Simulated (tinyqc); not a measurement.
# A chain with uneven site energies and dephasing by Buettiker voltage probes: what changes with what

Sites 1 to 3 form a chain with hopping -t. Lead L joins site 1 and lead R site 3, both semi-infinite chains with hopping -t and site energy 0. Every site carries a probe with self-energy -i Gamma_p/2 that draws no net current. Linear response at zero temperature: mu_L = 1, mu_R = 0 in units of the bias.

Parameters, values chosen for the exercise: hopping (matrix element -t) t = 1 eV; site energies 1 to N U = [0.24, -0.89, 0.92] eV; Fermi energy E = -1.51 eV; probe broadening Gamma_p gp = 0.092 eV.

Constants: q = 1.602176634e-19 C, h = 6.62607015e-34 J s. Results are converted to the units shown.

Each table varies one quantity; the others keep the values above.

## Coherent and dephased transmission against energy

Sigma = t^2 g(E), g(x) = (x - i sqrt(4 t^2 - x^2))/(2 t^2) for |x| < 2 t and (x - sign(x) sqrt(x^2 - 4 t^2))/(2 t^2) otherwise; Gamma = -2 Im Sigma; G = (E - H - Sigma_L - Sigma_R + i Gamma_p/2)^(-1). With Gamma the broadening by one lead, T_RL = Gamma^2 |G_(3,1)|^2, T_pL = Gamma Gamma_p |G_(p,1)|^2, T_pR = Gamma Gamma_p |G_(p,3)|^2, T_pq = Gamma_p^2 |G_(p,q)|^2 for p != q. No current into probe p: W mu = T_pL with W_pp = T_pL + T_pR + sum_q T_pq and W_pq = -T_pq. Then T_eff = T_RL + sum_p T_pR mu_p, and the resistance is (h/2q^2)/T_eff. Without probes means Gamma_p = 0.

Coherent and dephased transmission against energy:
```
E (eV)  T without probes   T_eff
-1.8              0.4631  0.4495
-1.5              0.4676  0.4600
-1.2              0.4486  0.4472
-0.9              0.4333  0.4356
-0.6              0.4242  0.4263
-0.3              0.4214  0.4208
0                 0.4249  0.4202
0.3               0.4352  0.4253
0.6               0.4530  0.4369
0.9               0.4794  0.4562
1.2               0.5151  0.4842
1.5               0.5549  0.5180
1.8               0.5342  0.5096
```

Read the table: what changes, and by how much?

Without probes T lies between 0.421 and 0.555 in these rows, with them between 0.420 and 0.518. The probes lower it in 11 rows and raise it in 2; the largest relative gain is at E = -0.9 eV, where the coherent value is 0.433.

## Resistance against length

With Gamma the broadening by one lead, T_RL = Gamma^2 |G_(last,1)|^2, T_pL = Gamma Gamma_p |G_(p,1)|^2, T_pR = Gamma Gamma_p |G_(p,last)|^2, T_pq = Gamma_p^2 |G_(p,q)|^2 for p != q. The list U is repeated k times, each site with its probe.

Resistance against length:
```
k   sites  T without probes     T_eff  resistance (kohm)
1       3           0.46819   0.46033             28.038
2       6           0.15831   0.17588             73.381
3       9          0.061024  0.093727             137.70
4      12          0.025510  0.064554             199.93
6      18         0.0048926  0.044233             291.78
8      24         9.7271e-4  0.035279             365.83
12     36         3.9065e-5  0.025108             514.04
16     48         1.5722e-6  0.019435             664.09
```

The resistance rises from 28.0 to 664 kohm, by 12.4 kohm a site between k = 8 and 12 and 12.5 between 12 and 16: Ohm's law, R = R0 + rho N with the extrapolated intercept R0 = 63.9 kohm (h/2q^2 = 12.91 kohm). The intercept differs from h/2q^2, since the ends of the chain scatter differently from its bulk, so no mean free path is read from it. Without probes T has fallen to 1.57e-6.

## Effect of the dephasing strength

Same model as above.

Effect of the dephasing strength:
```
gp (eV)     T_RL  through probes   T_eff  resistance (kohm)
0.01      0.4622        0.004911  0.4671              27.63
0.018     0.4575        0.008873  0.4664              27.67
0.032     0.4492         0.01585  0.4651              27.75
0.056     0.4352         0.02787  0.4631              27.87
0.1       0.4100         0.04969  0.4597              28.07
0.18      0.3665         0.08722  0.4537              28.45
0.32      0.2984          0.1428  0.4412              29.25
0.56      0.2072          0.2071  0.4144              31.15
1         0.1067          0.2536  0.3603              35.82
1.8      0.03528          0.2432  0.2785              46.34
```

Without probes the transmission is 0.468. T_eff falls from 0.467 to 0.278; the direct part falls from 0.462 to 0.0353 and the part through probes goes from 0.00491 through a maximum of 0.254 (at gp = 1 eV among the rows listed) to 0.243. At this energy dephasing lowers T_eff from the start: the probes give back less than the direct part loses.

Numbers from tinyqc (`OMP_NUM_THREADS=1 python tinyqc.py 2700109 2700110 out.jsonl`; about 0.01 s on one thread of a shared Intel Xeon 2.30GHz).
